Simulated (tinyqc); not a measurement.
From one barrier to a miniband: Kronig-Penney superlattice by transfer matrices.

Wells (width a, potential 0, mass mw) alternate with barriers (width b, height V0, mass mb); period d = a + b; c = hbar^2/2m0. The vector (psi, psi'/m) is continuous, and a layer of thickness t carries it by M = [[cos kt, (m/k) sin kt], [-(k/m) sin kt, cos kt]] with k = sqrt(m (E - V)/c); for E < V, k = i kappa gives [[cosh, (m/kappa) sinh], [(kappa/m) sinh, cosh]] of kappa t. A Bloch state obeys cos(q d) = tr(Mb Mw)/2.

Constants: hbar^2/2m0 = 3.80998211 eV angstrom^2.

Inputs chosen for the exercise (near those of a strained Si superlattice with barriers of SiGe; not measured data): a = 21 angstrom (well width); b = 8 angstrom (barrier width); V0 = 0.187 eV (barrier height); mw = 0.89 m0 (mass in the wells); mb = 0.897 m0 (mass in the barriers).

Transmission through N barriers separated by wells, between leads of the well material: T = 4/[(M11 + M22)^2 + (u M12 - M21/u)^2] with u = k/mw and M the product over all layers; twelve evenly spaced energies around the first miniband.

Transmission:
```
E (eV)    tr M/2 of a period   N = 1    N = 2     N = 4     N = 8
0.024299               2.477  0.0799  0.00353  6.96e-06  2.72e-11
0.028197               1.829  0.0929  0.00760  5.90e-05  3.62e-09
0.032095               1.251   0.106   0.0186   0.00104  3.97e-06
0.035994               0.738   0.119   0.0584     0.653     0.328
0.039892               0.286   0.132    0.318     0.143     0.207
0.043790              -0.111   0.145    0.775     0.476     0.218
0.047689              -0.456   0.159    0.185     0.142     0.292
0.051587              -0.753   0.172   0.0838     0.560     0.255
0.055485              -1.006   0.185   0.0531    0.0132   0.00279
0.059384              -1.218   0.198   0.0400   0.00268  1.48e-05
0.063282              -1.393   0.211   0.0334   0.00104  1.07e-06
0.067180              -1.533   0.224   0.0299  0.000562  2.02e-07
```

5 of the energies lie in the miniband (|tr M/2| <= 1); there T for N = 8 runs between 0.207 and 0.328. In the gaps it falls with N: at E = 0.0672 eV from 0.000562 (N = 4) to 2.02e-07 (N = 8), a slope of ln T of -1.98 a period, against -2 arccosh|tr M/2| = -1.98.

tinyqc: `OMP_NUM_THREADS=1 python tinyqc.py 1252011 1252012 out.jsonl`; about 0.03 s, one thread, shared Intel(R) Xeon(R) Processor @ 2.30GHz.
